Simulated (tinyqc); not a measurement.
Configuration-coordinate model of a defect: Huang-Rhys factor and luminescence line shape: one step, computed by the program tinyqc. Command: `OMP_NUM_THREADS=1 python tinyqc.py 3017176 3017177 out.jsonl ccline walk`. One thread of a shared host (Intel(R) Xeon(R) Processor @ 2.30GHz), about 0.02 s of CPU time with the checks.

Ground state E_g(Q) = (1/2) omega_g^2 Q^2; excited state E_e(Q) = E_0 + (1/2) omega_e^2 (Q - dQ)^2 with omega_e = omega_g and E_0 = E_ZPL. Q is mass-weighted; the dipole does not depend on Q (Condon approximation).

Question. Huang-Rhys factors and vertical energies. S = hbar omega dQ^2/(2 hbar^2/u) for each state; relaxation energy S hbar omega; absorption at E_0 + S_e hbar omega_e, emission at E_0 - S_g hbar omega_g; the Stokes shift is their difference.

Inputs (values chosen for the exercise, for a model defect): zero-phonon energy E_ZPL = 1.22 eV; displacement dQ = 0.764 u^(1/2) angstrom; ground-state phonon hbar omega_g = 14.1 meV.

Modes: equal frequencies in both states.

Constants: hbar^2/u = 4.18015928e-03 eV angstrom^2.

Give: S_g; S_e; relaxation energy, ground state; relaxation energy, excited state; vertical absorption energy; vertical emission energy; Stokes shift.

Answer.

S_g = 0.98443

S_e = 0.98443

relaxation energy, ground state = 0.013880 eV

relaxation energy, excited state = 0.013880 eV

vertical absorption energy = 1.2339 eV

vertical emission energy = 1.2061 eV

Stokes shift = 0.027761 eV

The coupling is intermediate: phonon replicas can be resolved beside the zero-phonon line.
